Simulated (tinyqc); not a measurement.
Thickness from the minima: X-ray reflectivity of a thin film on silicon: critical angles, Parratt recursion, fringes and roughness. Computed by tinyqc, a small Python program. Command: `OMP_NUM_THREADS=1 python tinyqc.py 3121336 3121337 out.jsonl xrr walk`. One thread of a shared host (Intel(R) Xeon(R) Processor @ 2.30GHz), about 0.01 s of CPU time with the checks.

n = 1 - delta + i beta; the classical electron radius is r_e = 2.8179403e-6 nm. Layer 0 is vacuum, 1 the film, 2 the substrate.

Inputs (values chosen for the exercise, modelled on TiN on silicon, copper K-alpha radiation):
```
quantity                                        value     unit
wavelength lambda                             0.15406       nm
film density rho                                 4.98   g/cm^3
effective electrons per unit mass, film         0.466    mol/g
beta/delta, film                                0.069        -
film thickness d                                 28.8       nm
roughness of the surface sigma_1                 0.95       nm
roughness of the interface sigma_2               0.72       nm
substrate density                                2.33   g/cm^3
effective electrons per unit mass, substrate    0.507    mol/g
beta/delta, substrate                           0.023        -
grazing angle theta                              1.17  degrees
```

Constants: N_A = 6.02214076e+23 1/mol.

Method:
- delta = r_e lambda^2 rho_e/(2 pi), rho_e = density x electrons per mass x N_A; critical angle sqrt(2 delta), q_c = 4 sqrt(pi r_e rho_e).
- k_j = (2 pi/lambda) sqrt(sin^2 theta - 2 delta_j + 2 i beta_j); r_ij = (k_i - k_j)/(k_i + k_j) x exp(-2 k_i k_j sigma^2) (Nevot-Croce); r = (r_01 + r_12 p)/(1 + r_01 r_12 p), p = exp(2 i k_1 d); R = |r|^2.
- Far above the critical angle the period is d theta = lambda/(2 d), or 2 pi/d in q; the envelope runs between (|r_01| - |r_12 p|)^2 and (|r_01| + |r_12 p|)^2; contrast = 2 a b/(a^2 + b^2) with a = |r_01|, b = |r_12 p|; roughness factors on the amplitudes are about exp(-q^2 sigma^2/2).
- Minima of R theta^4 are located on 6001 points over 7.5 periods, from 1.15 times the larger critical angle. With refraction, sin^2(theta_m) = 2 delta + m^2 (lambda/(2 d))^2, m integer or half-integer; the first six minima are used, and the first order is the one that minimises the largest residual of the least-squares line plus the distance of its intercept from 2 delta. Without refraction, d = lambda/(2 x mean step of sin theta).

Constants:
```
layer      rho_e (1/nm^3)        delta         beta  critical angle (degrees)  q_c (1/nm)
film              1397.55  1.48764e-05  1.02647e-06                  0.312526    0.444922
substrate          711.40  7.57263e-06  1.74170e-07                  0.222977    0.317437
```

period in theta = 0.153246 degrees

Minima:
```
order m  theta (degrees)  sin^2 theta
2                 0.4395   5.8833e-05
3                 0.5575   9.4666e-05
4                 0.6897   1.4487e-04
5                 0.8291   2.0938e-04
6                 0.9726   2.8811e-04
7                 1.1187   3.8120e-04
```

d with refraction = 28.780 nm

d without refraction = 32.491 nm

What follows from these numbers?

Against d = 28.8 nm the errors are -0.07 % with and +12.81 % without refraction. The orders are integers, as r_01 and r_12 have opposite signs for a film denser than the substrate.

Extremes, crossings and ranges named in words are read from the listed rows.
